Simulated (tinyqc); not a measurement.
## Ideality, resistance and saturation current from three points

Question. Well above I0 a diode obeys V = n Vt ln(I/I0) + Rs I. Find n, Rs and I0.

Values chosen for this exercise:
- T = 250 K (temperature)

Constants: q = 1.602176634e-19 C, kB = 1.380649e-23 J/K, Vt = kB T/q. Results are converted to the units shown.

I (A): [0.0088, 0.071, 0.57]
V (V): [0.11066802, 0.31257571, 1.5626781]

Solution. The equation is linear in a = n Vt, Rs and c = -a ln I0; three points give a 3 x 3 system.

n = 1.170
Rs = 2.400 ohm
I0 = 2.521e-4 A

Program tinyqc, `OMP_NUM_THREADS=1 python tinyqc.py 2640025 2640026 out.jsonl`; Intel Xeon 2.30GHz, shared host, one thread, about 0.01 s.
